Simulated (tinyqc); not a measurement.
Moment against the Stoner parameter: Stoner model of a band ferromagnet.

Density of states per atom and spin: semi-elliptic, D(e) = (8 M/(pi W^2)) sqrt(W^2/4 - e^2). Levels e -/+ I m/2 for up and down spin, m = n_up - n_down, n_up + n_down = nd. At zero temperature e(N) is the energy below which N states lie, and E(m) = sum over spins of integral e D de - I m^2/4.

Inputs chosen for the exercise:

| symbol | value | unit | meaning |
|---|---|---|---|
| W | 4.6 | eV | band width, e from -W/2 to W/2 |
| M | 5 |  | states per atom and spin |
| nd | 6.39 |  | electrons per atom |

Lowest state for each I.

Results:

| I (eV) | I D(EF) | m (muB) | E - E(0) (meV) |
|---|---|---|---|
| 0.45 | 0.608 | 0.000 | 0.0 |
| 0.60 | 0.810 | 0.000 | 0.0 |
| 0.67 | 0.905 | 0.000 | 0.0 |
| 0.74 | 0.999 | 0.000 | 0.0 |
| 0.82 | 1.107 | 3.393 | -137.7 |
| 0.93 | 1.256 | 3.610 | -490.1 |
| 1.12 | 1.512 | 3.610 | -1109.1 |
| 1.34 | 1.809 | 3.610 | -1825.9 |

A moment first appears at I = 0.82 eV of those listed, where I D(EF) = 1.107. It is saturated at 3.610 from I = 0.93 eV on.

Program tinyqc; command `OMP_NUM_THREADS=1 python tinyqc.py 1682620 1682621 out.jsonl`; about 0.3 s on one thread of a shared Intel(R) Xeon(R) Processor @ 2.30GHz.
